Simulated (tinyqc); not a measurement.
## Gate voltage for a given inversion charge

Problem. p-type body, charge-sheet picture, depletion and inversion only, full ionisation (an idealisation for deep acceptors), Boltzmann statistics (rough once Na exp(x - xn) passes about Nc/7). In units of Vt: xg = (Vg - Vfb)/Vt, x = psi/Vt, G = gamma/sqrt(Vt), xn = (2 phiF + Vc)/Vt. The implicit equation is (xg - x)^2 = G^2 [x - 1 + exp(x - xn)] for x above about 3. Cox = eps0 eox/tox. ni = sqrt(Nc Nv) exp(-Eg/(2 Vt)), Eg in volts; phiF = Vt ln(Na/ni); gamma = sqrt(2 q eps0 eps_r Na)/Cox. N_inv = (Cox Vt G/q) [sqrt(x - 1 + exp(x - xn)) - sqrt(x - 1)]. Find x - xn, psi and Vg.

Values chosen for this exercise; band and dielectric values close to those of silicon:

| symbol | value | unit | meaning |
|---|---|---|---|
| T | 350 | K | temperature |
| Eg | 1.11 | eV | band gap |
| eps_r | 11.7 |  | relative permittivity |
| Nc | 3.58e19 | cm^-3 | conduction-band density of states at T |
| Nv | 3.28e19 | cm^-3 | valence-band density of states at T |
| eox | 7.52 |  | relative permittivity of the gate insulator (close to silicon nitride) |
| tox | 11 | nm | insulator thickness |
| Na | 1.8e16 | cm^-3 | acceptor density |
| Vfb | -0.66 | V | flat-band voltage |
| Vc | 1 | V | channel-body voltage |

Constants: q = 1.602176634e-19 C, kB = 1.380649e-23 J/K, Vt = kB T/q, eps0 = 8.8541878128e-14 F/cm where lengths are in cm. Results are converted to the units shown.

N_inv = 4.8e10 cm^-2

Answer. N_inv rises steadily with x, so it fixes x; the implicit equation then gives xg directly.

x - xn = 2.187
psi = 1.720 V
Vg = 1.239 V

Numbers from tinyqc (`OMP_NUM_THREADS=1 python tinyqc.py 2122153 2122154 out.jsonl`; about 0.01 s on one thread of a shared Intel Xeon 2.30GHz).
